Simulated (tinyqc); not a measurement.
# n-type polysilicon, carrier trapping at grain boundaries: two studies

One-dimensional grains of size Lg, uniform ionised doping N, monovalent traps Qt at each boundary at a depth Et below (for electrons) or above (for holes) the band edge there, abrupt depletion of width W on each side of a boundary, Boltzmann statistics. xi is the distance from the band edge at the grain centre to the Fermi level. Trapped charge Qt/(1 + exp((xi + VB - Et)/Vt)) = 2 N W, barrier VB = q N W^2/(2 eps0 eps_r).

Inputs (values chosen for the exercise); values of the order met in polycrystalline silicon: temperature T = 300 K; relative permittivity eps_r = 11.7; conduction-band density of states at T NB = 2.8e19 cm^-3; grain size Lg = 29 nm; trap density of a grain boundary Qt = 4.1e12 cm^-2; depth of the trap level from the majority band edge at the boundary Et = 0.34 eV; mass for thermionic emission ms = 0.54 m0; correction factor of the emission rate fe = 0.12; mobility inside the grains mug = 170 cm^2/(V s); doping N = 5.5e17 cm^-3.

Constants: q = 1.602176634e-19 C, kB = 1.380649e-23 J/K, m0 = 9.1093837015e-31 kg, Vt = kB T/q, eps0 = 8.8541878128e-14 F/cm where lengths are in cm. Results are converted to the units shown.

Each table varies one quantity; the others keep the values above.

## Effect of the doping

If the trap equation with xi = Vt ln(NB/N) has a root W < Lg/2, the grain is partly depleted; otherwise W = Lg/2 and the trap equation gives xi = Et - VB + Vt ln(Qt/(N Lg) - 1). N* = Qt/Lg. n0 = NB exp(-xi/Vt); mean density n0 (1 - 2 W/Lg) by charge balance in a partly depleted grain, and n0 (sqrt(pi)/2) erf(u)/u with u = sqrt(VB/Vt) in a fully depleted one; v = sqrt(kB T/(2 pi ms m0)); barrier resistivity Vt exp(VB/Vt)/(q fe n0 v Lg); grain resistivity (1 - 2 W/Lg)/(q n0 mug); effective mobility 1/(q mean density total resistivity). Rows with xi above 0.45 V, towards mid-gap, are left out, since the other carrier type is ignored.

Effect of the doping:

| N (cm^-3) | N/N* | depleted share 2 W/Lg | VB (V) | xi (V) | mean density (cm^-3) | resistivity (ohm cm) | effective mobility (cm^2/(V s)) |
|---|---|---|---|---|---|---|---|
| 7.1e16 | 0.05022 | 1.000 | 0.01154 | 0.4045 | 3.905e12 | 4.405e4 | 36.28 |
| 1.2e17 | 0.08488 | 1.000 | 0.01951 | 0.3820 | 8.544e12 | 2.511e4 | 29.09 |
| 2e17 | 0.1415 | 1.000 | 0.03252 | 0.3541 | 2.210e13 | 1.414e4 | 19.98 |
| 3.5e17 | 0.2476 | 1.000 | 0.05690 | 0.3118 | 9.309e13 | 7080 | 9.470 |
| 5.9e17 | 0.4173 | 1.000 | 0.09593 | 0.2527 | 7.277e14 | 3252 | 2.637 |
| 1e18 | 0.7073 | 1.000 | 0.1626 | 0.1546 | 2.500e16 | 963.8 | 0.2590 |
| 1.7e18 | 1.202 | 0.8052 | 0.1792 | 0.07243 | 3.311e17 | 76.37 | 0.2468 |
| 2.9e18 | 2.051 | 0.4868 | 0.1117 | 0.05862 | 1.488e18 | 3.299 | 1.271 |
| 4.9e18 | 3.466 | 0.2885 | 0.06630 | 0.04506 | 3.486e18 | 0.3413 | 5.246 |
| 8.4e18 | 5.941 | 0.1683 | 0.03869 | 0.03113 | 6.986e18 | 0.07097 | 12.59 |

As N goes from 7.1e16 to 8.4e18, VB goes from 0.0115 through a maximum of 0.179 (at N = 1.7e18 among the rows listed) to 0.0387 V, the resistivity falls from 44100 to 0.0710 ohm cm and the effective mobility goes from 36.3 through a minimum of 0.247 (at N = 1.7e18 among the rows listed) to 12.6 cm^2/(V s). The steepest fall of the resistivity among the rows, as N^(-5.9), lies between N = 1.7e18 and 2.9e18 cm^-3; N* = 1.41e18 cm^-3. While the grain is fully depleted VB grows as N; once the traps are full it falls as 1/N. For N = 2.9e18, 4.9e18, 8.4e18 xi is under 2.5 Vt, where Boltzmann statistics begin to fail. For N = 7.1e16, 1.2e17 VB is below Vt, where abrupt depletion and thermionic emission are rough. For N = 1.7e18 the grain is near the changeover between partial and full depletion, within a few Debye lengths, where both limits are rough.

## Effect of the grain size

Same model as above.

N* = Qt/Lg.

Effect of the grain size:

| Lg (nm) | N/N* | depleted share 2 W/Lg | VB (V) | xi (V) | mean density (cm^-3) | resistivity (ohm cm) | effective mobility (cm^2/(V s)) |
|---|---|---|---|---|---|---|---|
| 10 | 0.1341 | 1.000 | 0.01063 | 0.3776 | 1.116e13 | 4.360e4 | 12.82 |
| 17 | 0.2280 | 1.000 | 0.03073 | 0.3408 | 3.759e13 | 1.345e4 | 12.35 |
| 31 | 0.4159 | 1.000 | 0.1022 | 0.2466 | 8.940e14 | 3061 | 2.281 |
| 53 | 0.7110 | 0.8697 | 0.2259 | 0.1016 | 7.165e16 | 786.6 | 0.1107 |
| 94 | 1.261 | 0.4904 | 0.2259 | 0.1016 | 2.803e17 | 443.6 | 0.05020 |
| 160 | 2.146 | 0.2881 | 0.2259 | 0.1016 | 3.915e17 | 260.6 | 0.06116 |
| 290 | 3.890 | 0.1589 | 0.2259 | 0.1016 | 4.626e17 | 143.8 | 0.09382 |
| 500 | 6.707 | 0.09219 | 0.2259 | 0.1016 | 4.993e17 | 83.44 | 0.1498 |

As Lg goes from 10 to 500, VB rises from 0.0106 to 0.226 V, the resistivity falls from 43600 to 83.4 ohm cm and the effective mobility goes from 12.8 through a minimum of 0.0502 (at Lg = 94 among the rows listed) to 0.150 cm^2/(V s). For Lg = 10 VB is below Vt, where abrupt depletion and thermionic emission are rough. For Lg = 53 the grain is near the changeover between partial and full depletion, within a few Debye lengths, where both limits are rough.

Computed by the program tinyqc: `OMP_NUM_THREADS=1 python tinyqc.py 2830278 2830279 out.jsonl`, one thread of a shared Intel Xeon 2.30GHz, about 0.01 s for the whole run.
